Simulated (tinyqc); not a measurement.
What moves the results: band edges of strained Si(1-x)Ge(x) on relaxed Si(1-y)Ge(y). A value that a table varies takes the place of the one given here.

Values are linear in the Ge fraction but for ED(x) = linear - CD x (1 - x) and a(x) = linear - Ca x (1 - x). Energies are on the common scale of Ev.

Coherent growth on a (001) face: e_par = (a(y) - a(x))/a(x), e_perp = -2 (C12/C11) e_par; exx = eyy = e_par, ezz = e_perp, no shear.

A valley with unit axis u lies at Ev + gap + (av + a_valley) tr(e) + Xu (u.e.u - tr(e)/3); the Delta axes are x, y, z and the L axes [111], [1-1-1], [-11-1], [-1-11]. The second-order shift of the Delta valleys under shear is left out; it lowers the pair normal to the sheared plane by tens of meV at a shear of 1 %.

Valence edges: Ev plus the levels of the 6 x 6 matrix of X, Y, Z times spin with -Dso/3 + l exx + m (eyy + ezz) on the diagonal (cyclic), n exy off it, l = av + 2 b, m = av - b, n = sqrt(3) d. Spin-orbit term (Dso/3) L.sigma on X, Y, Z with (L_k)_ij = -i epsilon_kij: <X+|H|Y+> = -i Dso/3, <X+|H|Z-> = Dso/3, <Y+|H|Z-> = -i Dso/3, <Z+|H|X-> = -Dso/3, <Z+|H|Y-> = i Dso/3, <X-|H|Y-> = i Dso/3, and their conjugates; + and - are the spin along z.

Coherent growth: e_par = (a(y) - a(x))/a(x). (001): e_perp = -2 (C12/C11) e_par; exx = eyy = e_par, ezz = e_perp, no shear. (111): e_perp = -(2 C11 + 4 C12 - 4 C44)/(C11 + 2 C12 + 4 C44) e_par; exx = eyy = ezz = (2 e_par + e_perp)/3 and exy = eyz = ezx = (e_perp - e_par)/3. (110): e_perp = -(C11 + 3 C12 - 2 C44)/(C11 + C12 + 2 C44) e_par; exx = eyy = (e_par + e_perp)/2, ezz = e_par, exy = (e_perp - e_par)/2, eyz = ezx = 0.

Parameters, chosen for this exercise (end members near Si and Ge, in this order; the results hold for these values, not for the real material):
- a = (5.432, 5.664) angstrom (lattice constant)
- Dso = (0.045, 0.289) eV (spin-orbit splitting)
- av = (2.44, 1.26) eV (valence hydrostatic potential)
- b = (-2.07, -2.56) eV (tetragonal shear potential)
- d = (-4.79, -5.28) eV (trigonal shear potential)
- C11 = (165.5, 126.6) GPa
- C12 = (64.1, 48.4) GPa
- C44 = (79, 67.5) GPa
- Ev = (0, 0.7) eV (top of the unstrained valence band)
- ED = (1.134, 0.934) eV (gap to the Delta valleys)
- EL = (1.978, 0.73) eV (gap to the L valleys)
- aD = (1.61, 1.21) eV (hydrostatic potential of the Delta gap)
- aL = (-3.28, -2.88) eV (hydrostatic potential of the L gap)
- XuD = (8.96, 9.62) eV (uniaxial potential, Delta)
- XuL = (16.66, 14.65) eV (uniaxial potential, L)
- CD = 0.221 eV (bowing of the Delta gap)
- Ca = 0.024 angstrom (bowing of the lattice constant)
- face = 001 (growth face)
- y = 0.66 (Ge fraction of the relaxed buffer)
- x = 1 (Ge fraction of the layer)

## Composition of the layer

The buffer is kept. dEc = Ec(buffer) - Ec(layer), dEv = Ev(layer) - Ev(buffer); buffer edges Ev(y) and Ev(y) + min(ED, EL). The digit behind Delta or L counts whole valleys.

Results:
```
x     e_par (%)  lowest valleys  gap (eV)  next valleys above (meV)  valence splitting (meV)  dEc (eV)  dEv (eV)
0.11       2.28          Delta2     0.738                       366                      238     0.382    -0.168
0.24       1.76          Delta2     0.777                       284                      180     0.311    -0.136
0.36       1.27          Delta2     0.822                       206                      125     0.235    -0.104
0.49       0.72          Delta2     0.876                       119                       68     0.141    -0.064
0.62       0.17          Delta2     0.934                        28                       15     0.035    -0.017
0.75      -0.39          Delta4     0.898                        65                       31    -0.018     0.072
0.87      -0.91          Delta4     0.829                        56                       66    -0.048     0.171
1.00      -1.49              L4     0.716                        45                       99    -0.045     0.282
```

The gap is 0.738 eV in the first row and 0.716 eV in the last, with its largest listed value, 0.934 eV, at x = 0.62. The lowest valleys change: Delta2 to Delta4 between x = 0.62 and 0.75, Delta4 to L4 between x = 0.87 and 1.00. Per 0.1 of x the valence offset moves by +51 meV on average; the conduction offset lies between -48 and +382 meV, not monotonically. Electrons and holes sit on opposite sides in every row (type II). Offsets below about 30 meV are within the spread of parameter sets, so those rows do not settle the type. Strains above 2 % can be kept only in layers of a few nanometres.

## Composition of the buffer

The layer is kept. dEc = Ec(buffer) - Ec(layer), dEv = Ev(layer) - Ev(buffer); buffer edges Ev(y) and Ev(y) + min(ED, EL). The digit behind Delta or L counts whole valleys.

Results:
```
y     e_par (%)  lowest valleys  gap (eV)  next valleys above (meV)  valence splitting (meV)  dEc (eV)  dEv (eV)
0.45      -2.36          Delta4     0.659                        49                      128    -0.124     0.455
0.53      -2.03          Delta4     0.697                        14                      119    -0.113     0.389
0.61      -1.70              L4     0.714                        22                      108    -0.078     0.323
0.69      -1.36              L4     0.717                        58                       94    -0.025     0.257
0.76      -1.06              L4     0.720                        90                       78     0.022     0.199
0.84      -0.71              L4     0.723                       128                       57     0.073     0.133
0.92      -0.36              L4     0.727                       166                       31     0.037     0.067
```

The gap is 0.659 eV in the first row and 0.727 eV in the last. The lowest valleys change: Delta4 to L4 between y = 0.53 and 0.61. Per 0.1 of y the valence offset moves by -83 meV on average; the conduction offset lies between -124 and +73 meV, not monotonically. Both carriers sit on one side for y = 0.76, 0.84 and 0.92, and on opposite sides elsewhere. Offsets below about 30 meV are within the spread of parameter sets, so those rows do not settle the type. Strains above 2 % can be kept only in layers of a few nanometres.

## The same layer on three faces

dEc = Ec(buffer) - Ec(layer), dEv = Ev(layer) - Ev(buffer); buffer edges Ev(y) and Ev(y) + min(ED, EL). The digit behind Delta or L counts whole valleys.

Results:
```
face   e_par (%)  lowest valleys  gap (eV)  next valleys above (meV)  valence splitting (meV)  dEc (eV)  dEv (eV)  Delta spread (meV)  L spread (meV)
(001)      -1.49              L4     0.716                        45                       99    -0.045     0.282                 253               0
(111)      -1.49              L3     0.673                       170                       94     0.011     0.269                   0             263
(110)      -1.49              L2     0.629                       145                       96     0.052     0.272                 103             209
```

On (001) only the Delta valleys split (253 meV), on (111) only the L valleys (263 meV), on (110) both (103 and 209 meV). The lowest valleys are L4 on (001), L3 on (111) and L2 on (110); the smallest gap is 0.629 eV on (110) and the largest 0.716 eV on (001).

## What each parameter does

dEc = Ec(buffer) - Ec(layer), dEv = Ev(layer) - Ev(buffer); buffer edges Ev(y) and Ev(y) + min(ED, EL). Each row changes one parameter from the base and keeps the others.

Results:
```
case                       gap (eV)  valence splitting (meV)  dEc (eV)  dEv (eV)
base                         0.7157                     99.3   -0.0454    0.2820
x = 0.97                     0.7550                     92.1   -0.0587    0.2562
y = 0.69                     0.7169                     93.5   -0.0255    0.2573
CD = 0.271 eV                0.7157                     99.3   -0.0566    0.2820
Ev = (0, 0.805) eV           0.7157                     99.3   -0.0811    0.3177
XuD = (10.304, 11.063) eV    0.7157                     99.3   -0.0454    0.2820
b = (-2.38, -2.944) eV       0.7056                    108.3   -0.0454    0.2921
XuL = (19.159, 16.848) eV    0.7157                     99.3   -0.0454    0.2820
C12 = (73.715, 55.66) GPa    0.7064                    103.3   -0.0426    0.2886
```

The largest shifts from the base row, up to three for each result and ties (the steps differ in size, so this ranks the rows, not the parameters). gap (eV): x +0.0392, b -0.0101, C12 -0.0093; unchanged at the printed digits by CD, Ev, XuD and XuL. valence splitting (meV): b +9.0, x -7.1, y -5.7; unchanged at the printed digits by CD, Ev, XuD and XuL. dEc (eV): Ev -0.0357, y +0.0199, x -0.0134; unchanged at the printed digits by XuD, b and XuL. dEv (eV): Ev +0.0357, x -0.0259, y -0.0248; unchanged at the printed digits by CD, XuD and XuL. The lowest valleys of the layer are L4, so among the conduction-band potentials only those of that family reach the gap and dEc; the buffer is unstrained. A shift large enough to swap the lowest family would change that.

tinyqc: `OMP_NUM_THREADS=1 python tinyqc.py 1080340 1080341 out.jsonl`; about 0.01 s, one thread, shared Intel(R) Xeon(R) Processor @ 2.30GHz.
